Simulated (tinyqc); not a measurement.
# Silicon n-p-n transistor, Gummel numbers and transit times: two studies

One-dimensional n-p-n transistor in the forward active mode at low injection. In the base p(x) = NB exp(-eta x/wb) and ni(x)^2 = ni^2 exp((g0 + g1 x/wb)/Vt); electrons leave the base at vsat; band spikes at the emitter junction and recombination inside the emitter are ignored.

Inputs (values chosen for the exercise); band and dielectric values close to those of silicon: temperature T = 250 K; band gap Eg = 1.11 eV; relative permittivity eps_r = 11.8; conduction-band density of states at T Nc = 2.1e19 cm^-3; valence-band density of states at T Nv = 1.99e19 cm^-3; saturation velocity vsat = 1e7 cm/s; neutral base width wb = 430 nm; base doping at the emitter edge NB = 5.1e17 cm^-3; doping falls as exp(-eta x/wb) eta = 1.3; gap reduction at the emitter edge of the base g0 = 0 eV; further gap reduction across the base (linear) g1 = 0 eV; electron diffusion coefficient in the base Dn = 12 cm^2/s; emitter doping NE = 4.5e19 cm^-3; gap reduction in the emitter (negative: wider gap) gE = 0.104 eV; neutral emitter width we = 74 nm; hole diffusion coefficient in the emitter Dp = 2.7 cm^2/s; recombination velocity at the emitter contact Se = 1e5 cm/s; electron lifetime in the base tb = 3e-8 s; collector doping NC = 1.8e16 cm^-3; collector-base reverse bias VCB = 0 V; emitter junction capacitance Cj = 2.9 fF/um^2; emitter plus collector resistance Rc = 4 ohm um^2; hole mobility in the base mp = 180 cm^2/(V s).

Constants: q = 1.602176634e-19 C, kB = 1.380649e-23 J/K, Vt = kB T/q, eps0 = 8.8541878128e-14 F/cm where lengths are in cm. Results are converted to the units shown.

Each table varies one quantity; the others keep the values above.

## Cut-off frequency against collector current

f(x) = p(x) ni^2/ni(x)^2; I(x) = integral from x to wb of f/Dn, plus f(wb)/vsat; base Gummel number GB = I(0); electron density per unit flux n/(J/q) = I/f; base transit time tauB = integral of I/f over the base. ni = sqrt(Nc Nv) exp(-Eg/(2 Vt)), Eg in volts; JC = J0 exp(VBE/Vt), J0 = q ni^2/GB; collector layer one-sided, Wc = sqrt(2 eps0 eps_r (Vbc + VCB)/(q NC)), Vbc = Vt ln(NB exp(-eta) NC/ni^2), Cjc = eps0 eps_r/Wc, tauC = Wc/(2 vsat). Delay 1/(2 pi fT) = tauE + tauB + tauC + tauR with tauE = Vt (Cj + Cjc)/JC and tauR = Rc Cjc. Charge stored in the emitter is left out. The Kirk effect, also left out, sets in near JC = q NC vsat. n(0) = (JC/q) I(0)/f(0).

The same in every row: tauB (ps) = 54.61; tauC (ps) = 1.242; tauR (ps) = 0.001683.

Results:
```
JC (mA/um^2)  VBE (V)  tauE (ps)  fT (GHz)  JC/(q NC vsat)   n(0)/NB
0.00067        0.8132      106.8    0.9787        0.002323  0.001667
0.0028         0.8440      25.55     1.955        0.009709  0.006965
0.0057         0.8593      12.55     2.327         0.01976   0.01418
0.012          0.8753      5.962     2.575         0.04161   0.02985
0.024          0.8902      2.981     2.705         0.08322   0.05970
0.048          0.9052      1.490     2.776          0.1664    0.1194
0.099          0.9208     0.7226     2.813          0.3433    0.2462
0.2            0.9359     0.3577     2.832          0.6935    0.4975
```

Estimate the missing row, JC = 0.0014 mA/um^2.

Computed row:
```
JC (mA/um^2)  VBE (V)  tauE (ps)  fT (GHz)  JC/(q NC vsat)   n(0)/NB
0.0014         0.8290      51.10     1.488        0.004855  0.003482
```

With this row back in the table: fT rises from 0.979 to 2.83 GHz as the charging time falls as 1/JC; its limit for vanishing tauE is 2.85 GHz, of which the largest delay is tauB (97.8 %). tauE equals the other delays together at JC = 0.00128 mA/um^2. For JC = 0.2 JC nears or passes q NC vsat, where base push-out would lower fT. For JC = 0.099, 0.2 the electron density at the emitter edge exceeds a fifth of NB, beyond low injection.

## Effect of the base doping at the emitter edge

ni = sqrt(Nc Nv) exp(-Eg/(2 Vt)), Eg in volts; GE = NE exp(-gE/Vt)(we/Dp + 1/Se); JC = J0 exp(VBE/Vt), J0 = q ni^2/GB; gain limited by back injection GE/GB, by base recombination tb/tauB, together 1/beta = the sum of the inverses; collector layer one-sided, Wc = sqrt(2 eps0 eps_r (Vbc + VCB)/(q NC)), Vbc = Vt ln(p(wb) NC/ni^2), Cjc = eps0 eps_r/Wc; Early voltage VA = GB q p(wb)/(f(wb) Cjc [1/Dn - (eta + g1/Vt)/(wb vsat)]), f(wb) = p(wb) exp(-(g0 + g1)/Vt), p(wb) = NB exp(-eta); tauC = Wc/(2 vsat). Peak fT here means 1/(2 pi (tauB + tauC + Rc Cjc)); base sheet resistance 1/(q mp times the integral of p).

The same in every row: tb/tauB = 549.4; tauB (ps) = 54.61.

Result of one run:
```
NB (cm^-3)  GB (s/cm^4)   GE/GB    beta  VA (V)  tauC (ps)  peak fT (GHz)  base sheet resistance (kohm)
2.6e18         5.284e12  0.8687  0.8673   255.7      1.267          2.848                        0.5542
```

What becomes of these results when the base doping at the emitter edge NB is changed from 2.6e18 to 8.9e17 cm^-3, all else the same?

Result of the changed run:
```
NB (cm^-3)  GB (s/cm^4)  GE/GB   beta  VA (V)  tauC (ps)  peak fT (GHz)  base sheet resistance (kohm)
8.9e17         1.809e12  2.538  2.526   86.37      1.250          2.849                         1.619
```

The whole series:
```
NB (cm^-3)  GB (s/cm^4)   GE/GB    beta  VA (V)  tauC (ps)  peak fT (GHz)  base sheet resistance (kohm)
1.8e17         3.658e11   12.55   12.27   17.12      1.225          2.851                         8.006
3.1e17         6.301e11   7.286   7.190   29.68      1.234          2.850                         4.649
5.2e17         1.057e12   4.343   4.309   50.12      1.242          2.850                         2.771
8.9e17         1.809e12   2.538   2.526   86.37      1.250          2.849                         1.619
1.5e18         3.049e12   1.506   1.502   146.5      1.258          2.849                        0.9607
2.6e18         5.284e12  0.8687  0.8673   255.7      1.267          2.848                        0.5542
```

As NB goes from 1.8e17 to 2.6e18, beta falls from 12.3 to 0.867, VA rises from 17.1 to 256 V, the peak fT stays near 2.85 GHz and the base sheet resistance falls from 8.01 to 0.554 kohm. The product beta VA changes by a factor of 1.06. Back injection limits the gain in every row. For NB = 5.2e17, 8.9e17, 1.5e18, 2.6e18 beta is under 5, where charge stored in the emitter, left out, would cut fT markedly. For NB = 1.8e17, 3.1e17, 5.2e17 the collector doping exceeds a tenth of the base doping at that edge, so the one-sided formulas are rough.

Range of the model: Heavy doping makes emitter or base degenerate; gE and g0 are to be read as apparent gap changes that include this.

Numbers from tinyqc (`OMP_NUM_THREADS=1 python tinyqc.py 2320041 2320042 out.jsonl`; about 0.01 s on one thread of a shared Intel Xeon 2.30GHz).
